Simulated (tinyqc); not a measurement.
Changing the magnetic field B: hydrogenic impurity: series, fields, screening, photoionisation and donor-acceptor pairs. Computed by tinyqc, a small Python program. Command: `OMP_NUM_THREADS=1 python tinyqc.py 3030187 3030188 out.jsonl hydrogenic sweep`. One thread of a shared host (Intel(R) Xeon(R) Processor @ 2.30GHz), about 0.02 s of CPU time with the checks.

One isotropic, parabolic band. Effective units: Ry* and a*, in which H = -nabla^2 - 2/r.

Inputs (values chosen for the exercise, modelled on germanium): electron mass m = 0.218 m_0; dielectric constant eps = 15.8.

Parts treated: magnetic field and photoionisation.

Constants: Ry = 13.605693123 eV; a_0 = 0.529177210903 angstrom; h x 1 THz = 4.135667696 meV; mu_B = 5.7883818060e-05 eV/T.

Method. Ry* = Ry m/eps^2, a* = a_0 eps/m; level n is bound by Ry*/n^2; <r> = (3/2) a* in 1s; lines 1s -> np at Ry* (1 - 1/n^2); 1 THz = 4.135667696 meV. gamma = hbar omega_c/(2 Ry*) = mu_B B/(m Ry*). For m_z = 0, H = -nabla^2 - 2/r + gamma^2 rho^2/4, and the band edge moves to gamma Ry*. Basis: exp(-al rho^2 - be z^2), al_k = 0.02 x 2.4^k + gamma/4 x c with k = 0..11, be_k = 0.02 x 2.4^k and c = 0, 0.5, 1 (36 functions). With A = al_i + al_j, B = be_i + be_j (not the field) and the common factor pi^(3/2) dropped: S = 1/(A sqrt(B)), kinetic S (4 al_i al_j/A + 2 be_i be_j/B), <rho^2> = S/A, <1/r> = (2/sqrt(pi)) atanh(u)/(A u), u = sqrt(1 - B/A), which is (2/sqrt(pi))/A when A = B; overlap eigenvalues below 1e-11 are dropped. Binding = (gamma - E) Ry*; the spin term shifts level and edge alike.

One run for each value:

| magnetic field B (T) | binding energy in the field (meV) | ground level (meV) | gamma | magnetic length a*/sqrt(gamma) (angstrom) |
|---|---|---|---|---|
| 2.3 | 12.476 | -11.866 | 0.0514 | 169.17 |
| 4.3 | 12.969 | -11.827 | 0.0961 | 123.72 |
| 8.0 | 13.821 | -11.697 | 0.1788 | 90.71 |
| 15.0 | 15.256 | -11.273 | 0.3352 | 66.24 |
| 53.0 | 20.725 | -6.652 | 1.1844 | 35.24 |
| 98.0 | 24.998 | 1.023 | 2.1901 | 25.92 |
| 180.0 | 30.492 | 17.302 | 4.0226 | 19.12 |

Give the missing row, magnetic field B (T) = 28.0.

Computed row; columns: (1) magnetic field B (T); (2) binding energy in the field (meV); (3) ground level (meV); (4) gamma; (5) magnetic length a*/sqrt(gamma) (angstrom):
```
(1)      (2)      (3)     (4)    (5)
28.0  17.463  -10.029  0.6257  48.48
```

Interpolating between the two neighbouring rows (the first column on a logarithmic scale, the others too where they are positive) misses most in ground level (meV), by 10 %. Over the rows, binding energy in the field (meV) rises from 12.5 to 30.5 (exponent d ln y / d ln x 0.062 between the first rows and 0.33 between the last); ground level (meV) rises from -11.9 to 17.3; gamma rises from 0.0514 to 4.02 (exponent d ln y / d ln x about 1.0 throughout). The band edge rises as gamma Ry*, the donor level at first only as gamma^2/2, so the binding grows; it grows more slowly once the magnetic length is below a*.

Caution (rows 180): the field is beyond non-destructive laboratory magnets (about 100 T).
